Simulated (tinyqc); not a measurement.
# p-n diode, drift-diffusion by the Gummel loop with Scharfetter-Gummel fluxes: current against voltage in the dark

Abrupt junction at x = 0, p side from -Lp, n side to Ln, ohmic contacts. psi is counted from the intrinsic level; n = ni exp((psi - phin)/Vt), p = ni exp((phip - psi)/Vt). Contacts: p side psi = V - Vt ln(Na/ni), p = Na, n = ni^2/Na; n side psi = Vt ln(Nd/ni), n = Nd, p = ni^2/Nd. Constant mobilities, D = mu Vt, Boltzmann statistics, SRH recombination through a mid-gap level, U = (n p - ni^2)/(tp (n + ni) + tn (p + ni)). Current is positive from the p contact to the n contact.

ni = sqrt(Nc Nv) exp(-Eg/(2 Vt)), Eg in volts. Poisson and both continuity equations are solved self-consistently with Scharfetter-Gummel fluxes on a graded mesh of 500 nodes. J_scr is q times the integral of U between -xp and xn. Ideal diffusion current J_id = q ni^2 [Dn coth(wp/Le)/(Le Na) + Dp coth(wn/Lh)/(Lh Nd)] (exp(V/Vt) - 1), Le = sqrt(Dn tn), Lh = sqrt(Dp tp), wp = Lp - xp, wn = Ln - xn, with xp and xn from the depletion approximation (W = sqrt(2 eps0 eps_r (Vbi - V)(1/Na + 1/Nd)/q), xp = W Nd/(Na + Nd), xn = W Na/(Na + Nd), Vbi = Vt ln(Na Nd/ni^2)). Ideality factor = 0.004 V/(Vt ln[J(V + 0.004 V)/J(V)]). Here G = 0.

Values chosen for this exercise; band and dielectric values close to those of gallium arsenide:
```
symbol    value        unit                                 meaning
T           300           K                             temperature
Eg          1.4          eV                                band gap
eps_r      13.1                               relative permittivity
Nc      4.34e17       cm^-3  conduction-band density of states at T
Nv         9e18       cm^-3     valence-band density of states at T
Na       1.9e17       cm^-3          acceptor density of the p side
Nd       1.1e17       cm^-3             donor density of the n side
mun        4100  cm^2/(V s)                       electron mobility
mup         250  cm^2/(V s)                           hole mobility
tn         2e-9           s               SRH lifetime of electrons
tp         7e-8           s                   SRH lifetime of holes
Lp          3.1          um                    length of the p side
Ln          1.4          um                    length of the n side
G             0  cm^-3 s^-1                 uniform generation rate
```

Constants: q = 1.602176634e-19 C, kB = 1.380649e-23 J/K, Vt = kB T/q, eps0 = 8.8541878128e-14 F/cm where lengths are in cm. Results are converted to the units shown.

Current against voltage in the dark:

| V (V) | J (A/cm^2) | ideality factor | J_scr/J (%) | J_id (A/cm^2) | share recombining at the contacts (%) | larger minority/doping at -xp and xn |
|---|---|---|---|---|---|---|
| 0.25 | 1.87e-9 | 1.92 | 100 | 7.64e-14 | 0.00345 | 2.56e-17 |
| 0.36 | 1.69e-8 | 1.94 | 100 | 5.38e-12 | 0.0269 | 1.79e-15 |
| 0.48 | 1.85e-7 | 1.93 | 99.7 | 5.57e-10 | 0.253 | 1.85e-13 |
| 0.59 | 1.72e-6 | 1.88 | 97.7 | 3.92e-8 | 1.92 | 1.29e-11 |
| 0.7 | 1.84e-5 | 1.67 | 85.0 | 2.76e-6 | 12.6 | 9.00e-10 |
| 0.81 | 3.44e-4 | 1.25 | 43.7 | 1.94e-4 | 47.4 | 6.26e-8 |
| 0.92 | 0.0152 | 1.05 | 10.3 | 0.0136 | 75.4 | 4.33e-6 |
| 1.03 | 0.975 | 1.01 | 1.91 | 0.958 | 82.5 | 2.95e-4 |
| 1.15 | 94.2 | 1.05 | 0.239 | 99.1 | 85.7 | 0.0263 |

J rises from 1.87e-9 to 94.2 A/cm^2; the ideality factor moves up and down between 1.01 and 1.94. Recombination in the depleted layer carries over half of the current up to V = 0.7 V, where the factor is 1.67; it grows roughly as exp(V/2 Vt), so diffusion overtakes it. Where the factor is lowest (V = 1.03 V), J is 1.8 % above the ideal diffusion current.

Computed by the program tinyqc: `OMP_NUM_THREADS=1 python tinyqc.py 2240079 2240080 out.jsonl`, one thread of a shared Intel Xeon 2.30GHz, about 0.1 s for the whole run.
